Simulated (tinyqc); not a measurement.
# Superjunction drift layer against a plain one, charge balance: effect of the width of each pillar

Alternating n and p pillars of equal width wp, doping N and length Lp. When depleted, the lateral field peaks at Ex = q N wp/(2 eps0 eps_r) at the pillar junctions and a uniform vertical field Ey is added; breakdown is taken where Ex^2 + Ey^2 = Ef^2. Only the n pillars conduct, narrowed by the zero-bias depletion. A first-order model: the field peaks at the pillar ends are left out.

Ec(N) = E16 (N/1e16 cm^-3)^(1/8), mu(N) = mi + (mx - mi)/(1 + (N/Nr)^0.9). Plain drift layer for BV: N solves BV = eps0 eps_r Ec(N)^2/(2 q N), W = 2 BV/Ec, Rsp = W/(q mu N). Ex = a Ef gives N = 2 eps0 eps_r a Ef/(q wp); Ey = Ef sqrt(1 - a^2); Lp = BV/Ey; xd = sqrt(eps0 eps_r Vb/(q N)) on each side; Rsp = 2 Lp/(q mu(N) N (1 - 2 xd/wp)). An imbalance dl leaves the mean net doping |dl| N/2, which tilts the vertical field by s = q |dl| N/(2 eps0 eps_r): BV(dl) = Ey Lp - s Lp^2/2, or Ey^2/(2 s) if the field reaches zero inside the pillar.

Parameters, values chosen for the exercise; values close to those of silicon:
- eps_r = 12.1 (relative permittivity of the semiconductor)
- E16 = 0.406 MV/cm (critical field at a doping of 1e16 cm^-3)
- mx = 1390 cm^2/(V s) (mobility at low doping)
- mi = 94.3 cm^2/(V s) (mobility at high doping)
- Nr = 1.3e17 cm^-3 (reference doping of the mobility)
- BV = 510 V (wanted breakdown voltage)
- Ef = 0.3 MV/cm (critical field inside the pillars)
- a = 0.66 (lateral peak field as a share of Ef)
- Vb = 0.8 V (built-in voltage of the pillar junctions)
- dl = -4.1 % (charge imbalance (Nn - Np)/N)

Constants: q = 1.602176634e-19 C, eps0 = 8.8541878128e-14 F/cm where lengths are in cm. Results are converted to the units shown.

The same in every row: Lp (um) = 22.628; Rsp, plain (mohm cm^2) = 31.960.

Result of one run:
```
wp (um)  N (cm^-3)  Rsp, pillars (mohm cm^2)  BV(dl) (V)
0.49     5.4041e16                   0.89303      153.30
```

What becomes of these results when the width of each pillar wp is changed from 0.49 to 0.2 um, all else the same?

Result of the changed run:
```
wp (um)  N (cm^-3)  Rsp, pillars (mohm cm^2)  BV(dl) (V)
0.2      1.3240e17                   0.79469      62.572
```

The whole series:
```
wp (um)  N (cm^-3)  Rsp, pillars (mohm cm^2)  BV(dl) (V)
0.2      1.3240e17                   0.79469      62.572
0.31     8.5420e16                   0.78277      96.987
0.49     5.4041e16                   0.89303      153.30
0.77     3.4390e16                    1.1153      240.90
1.2      2.2067e16                    1.4754      336.80
1.9      1.3937e16                    2.0644      400.61
3        8.8267e15                    2.9811      440.72
```

As wp goes from 0.2 to 3 um, Rsp of the pillars goes from 0.795 through a minimum of 0.783 (at wp = 0.31 um among the rows listed) to 2.98 mohm cm^2 and BV with the imbalance rises from 62.6 to 441 V. Narrow pillars allow more doping and so less resistance, but the same relative imbalance then leaves more net charge. At the narrow end falling mobility and the depleted edges undo the gain. For wp = 0.2 to 0.49 um the aspect ratio passes 30, which is hard to make. For wp = 0.2 to 0.49 um the zero-bias depletion takes over 40 % of the pillar, and the on-state voltage would narrow it further.

Program tinyqc, `OMP_NUM_THREADS=1 python tinyqc.py 2590106 2590107 out.jsonl`; Intel Xeon 2.30GHz, shared host, one thread, about 0.01 s.
